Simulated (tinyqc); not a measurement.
# Voltage drop against the resistance from a pad node to the supply

A grid of 13 by 13 nodes with segments Rx (rows) and Ry (columns); every node draws I1 and the central node kh I1; pads with resistance Rp sit at the nodes whose row and column are multiples of the pitch, counting from 0. The drops u = Vdd - V follow from G u = i, with G the conductance matrix and i the load currents, solved directly. Here the pitch is 3.

Inputs (values chosen for the exercise):
- Vdd = 1 V (supply voltage)
- Rx = 0.16 ohm (resistance of a horizontal segment)
- Ry = 0.2 ohm (resistance of a vertical segment)
- kh = 5 (factor on the load at the hot node)
- I1 = 0.08 mA (load current of a node in the large grid)

Voltage drop against the resistance from a pad node to the supply:
columns A: Rp (ohm); B: pads; C: worst drop (mV); D: mean drop (mV); E: largest drop at a pad (mV); F: largest pad current (mA); G: worst drop over Vdd (%)
```
A      B        C        D        E       F         G
0.07  25  0.08499  0.06549  0.05979  0.8541  0.008499
0.14  25   0.1293   0.1052   0.1086  0.7760   0.01293
0.28  25   0.2127   0.1838   0.1963  0.7012   0.02127
0.56  25   0.3726   0.3397   0.3597  0.6423   0.03726
1.1   25   0.6750   0.6393   0.6643  0.6039   0.06750
2.2   25    1.286    1.249    1.277  0.5803    0.1286
4.5   25    2.561    2.522    2.552  0.5671    0.2561
```

What does the table show?

The worst drop rises from 0.0850 to 2.56 mV and the mean drop rises from 0.0655 to 2.52 mV. The worst drop goes as Rp^(0.61) between the first two rows and Rp^(0.96) between the last two. The central node is itself a pad.

Computed by the program tinyqc: `OMP_NUM_THREADS=1 python tinyqc.py 2770191 2770192 out.jsonl`, one thread of a shared Intel Xeon 2.30GHz, about 0.08 s for the whole run.
